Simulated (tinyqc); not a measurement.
Comparisons within one model: pi bands of a honeycomb layer in tight binding. A value that a table varies takes the place of the one given here.

Lattice vectors a (1,0) and a (1/2, sqrt3/2); f = exp(i ky a/sqrt3) + 2 cos(kx a/2) exp(-i ky a/(2 sqrt3)), w = |f|. H = [[D - t2 F, -t f], [., -D - t2 F]] with F = w^2 - 3, S = [[1, s0 f], [., 1]]; the levels solve det(H - E S) = 0. K = (4 pi/3a, 0), M = (pi/a, pi/(sqrt3 a)); w = 3, 1, 0 at Gamma, M, K.

Constants: hbar^2/2m0 = 3.80998211 eV angstrom^2.

Values chosen for the exercise (of the size used for graphene; the results hold for these values, not for the real material): a = 2.46 angstrom (lattice constant); t = 2.89 eV (nearest hopping); t2 = 0 eV (second-neighbour hopping); s0 = 0 (overlap of neighbours); D = 0 eV (+D on A, -D on B).

## How far the cone holds

Upper and lower levels at distance q from K towards Gamma (-x) and towards M (+x), measured from 3 t2; cone: sqrt(D^2 + (hbar v q)^2), hbar v = (sqrt3/2) a (t + 3 t2 s0).

Levels (eV):

| q (1/angstrom) | cone | upper, to Gamma | lower, to Gamma | upper, to M | lower, to M |
|---|---|---|---|---|---|
| 0.02 | 0.1231 | 0.1240 | -0.1240 | 0.1223 | -0.1223 |
| 0.05 | 0.3078 | 0.3131 | -0.3131 | 0.3022 | -0.3022 |
| 0.10 | 0.6157 | 0.6360 | -0.6360 | 0.5923 | -0.5923 |
| 0.15 | 0.9235 | 0.9674 | -0.9674 | 0.8693 | -0.8693 |
| 0.20 | 1.2314 | 1.3060 | -1.3060 | 1.1320 | -1.1320 |
| 0.30 | 1.8471 | 2.0000 | -2.0000 | 1.6109 | -1.6109 |
| 0.40 | 2.4628 | 2.7074 | -2.7074 | 2.0218 | -2.0218 |
| 0.60 | 3.6942 | 4.1198 | -4.1198 | 2.6159 | -2.6159 |

At q = 0.2 the upper band lies +75 meV from the cone towards Gamma and -99 meV towards M; half their difference, 87 meV, is the trigonal warping, steeper towards Gamma, and their mean, -12 meV, comes from the bending of the band. All four values stay within 5 % of the cone up to q = 0.1. Upper and lower bands are mirror images.

## Fermi level against carrier density

hbar v = 6.15692 eV angstrom

Cone with four flavours: n = kF^2/pi, EF = sqrt(D^2 + (hbar v kF)^2), density of states 2 EF/(pi (hbar v)^2), quantum capacitance e^2 times it (1 e^2/(eV angstrom^2) = 1602.177 microF/cm^2), cyclotron mass 2c EF/(hbar v)^2, c = hbar^2/2m0; 1e12/cm^2 = 1e-4/angstrom^2.

Filling:

| n (1e12/cm^2) | kF (1/angstrom) | EF (eV) | Cq (microF/cm^2) | cyclotron mass (m0) |
|---|---|---|---|---|
| 0.10 | 0.00560 | 0.0345 | 0.929 | 0.0069 |
| 0.25 | 0.00886 | 0.0546 | 1.468 | 0.0110 |
| 0.50 | 0.01253 | 0.0772 | 2.076 | 0.0155 |
| 1.00 | 0.01772 | 0.1091 | 2.936 | 0.0219 |
| 2.00 | 0.02507 | 0.1543 | 4.153 | 0.0310 |
| 4.00 | 0.03545 | 0.2183 | 5.873 | 0.0439 |
| 10.00 | 0.05605 | 0.3451 | 9.285 | 0.0694 |
| 20.00 | 0.07927 | 0.4880 | 13.132 | 0.0981 |

From 1 to 4e12/cm^2 EF rises by a factor 2.000, the square root of four. Capacitance and mass grow in proportion to EF counted from mid-gap, so hardly at all while a large gap term dominates it; in a parabolic band both are constant; Cq is 2.94 microF/cm^2 at 1e12/cm^2, against 3.45 for 1 nm of a dielectric with eps = 3.9.

## What each parameter does

Gap at K, difference at M, and the two levels at Gamma, from (e - E)^2 - D^2 - (t + s0 E)^2 w^2 = 0, e = -t2 (w^2 - 3). Each row changes one parameter from the base and keeps the others.

Results:

| case | gap at K (eV) | difference at M (eV) | lower at Gamma (eV) | upper at Gamma (eV) |
|---|---|---|---|---|
| base | 0.0000 | 5.7800 | -8.6700 | 8.6700 |
| t = 3.0345 eV | 0.0000 | 6.0690 | -9.1035 | 9.1035 |
| t2 = 0.05 eV | 0.0000 | 5.7800 | -8.9700 | 8.3700 |
| s0 = 0.03 | 0.0000 | 5.7852 | -7.9541 | 9.5275 |
| D = 0.1 eV | 0.2000 | 5.7835 | -8.6706 | 8.6706 |
| a = 2.5092 angstrom | 0.0000 | 5.7800 | -8.6700 | 8.6700 |

The largest shifts from the base row, up to three for each result and ties (the steps differ in size, so this ranks the rows, not the parameters). gap at K (eV): D +0.2000; unchanged at the printed digits by t, t2, s0 and a. difference at M (eV): t +0.2890, s0 +0.0052, D +0.0035; unchanged at the printed digits by t2 and a. lower at Gamma (eV): s0 +0.7159, t -0.4335, t2 -0.3000; unchanged at the printed digits by a. upper at Gamma (eV): s0 +0.8575, t +0.4335, t2 -0.3000; unchanged at the printed digits by a. At points fixed by symmetry a drops out; the gap at K is 2D whatever the hoppings.

(tinyqc, `OMP_NUM_THREADS=1 python tinyqc.py 1452145 1452146 out.jsonl`, Intel(R) Xeon(R) Processor @ 2.30GHz, 1 thread, shared host, about 0.01 s.)
